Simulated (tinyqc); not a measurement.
# Off-state leakage of single and stacked transistors: subthreshold current against the height of the stack

n-channel devices of unit width. Subthreshold current I(Vg, Vs, Vd) = I0 (T/300 K)^0.5 exp[(Vg - Vs - VT(T) - gb (Vs - Vb) + dd (Vd - Vs))/(nf Vt)] (1 - exp(-(Vd - Vs)/Vt)), VT(T) = VT - cT (T - 300 K). Gate-edge tunnelling Ig (Vd/1 V) exp(ag (Vd - 1 V)), for a gate at 0 V, and band-to-band leakage Ab u exp(-Bb/u), u = Vd - Vb + 1 V, flow at a drain held at V; both are taken as independent of T. In a stack of off transistors (all gates at 0 V) the same subthreshold current passes through each.

All n gates at 0 V, bottom source at 0 V, top drain at V; node voltages follow from equal currents.

Inputs (values chosen for the exercise); values of the order met in bulk silicon logic transistors:
- T = 330 K (temperature)
- V = 0.9 V (supply voltage)
- VT = 0.36 V (threshold at 300 K, zero drain and body bias)
- cT = 0.9 mV/K (fall of the threshold with temperature)
- I0 = 0.29 uA/um (current at threshold at 300 K)
- nf = 1.23 (slope factor)
- dd = 0.11 (drain-induced lowering per volt)
- gb = 0.2 (rise of the threshold per volt of source-body bias)
- Vb = -0.6 V (body voltage)

Constants: q = 1.602176634e-19 C, kB = 1.380649e-23 J/K, Vt = kB T/q. Results are converted to the units shown.

Subthreshold current against the height of the stack:
columns A: n; B: I (nA/um); C: reduction factor; D: drain voltage of the bottom device (mV); E: source voltage of the top device (mV); F: voltage across the top device (V)
```
A         B      C      D      E       F
1   0.01224  1.000  900.0      0  0.9000
2  8.323e-4  14.70  71.78  71.78  0.8282
3  4.019e-4  30.45  20.94  91.21  0.8088
4  2.630e-4  46.53  12.27  102.5  0.7975
5  1.951e-4  62.74  8.674  110.5  0.7895
6  1.549e-4  79.03  6.704  116.7  0.7833
```

The second transistor cuts the current by a factor of 14.7, the third by a further 2.07 and the sixth by 1.26. The top device keeps 87.0 % of the supply at n = 6, while the drain voltage of the bottom one falls to 0.236 Vt.

Program tinyqc, `OMP_NUM_THREADS=1 python tinyqc.py 2242126 2242127 out.jsonl`; Intel Xeon 2.30GHz, shared host, one thread, about 0.03 s.
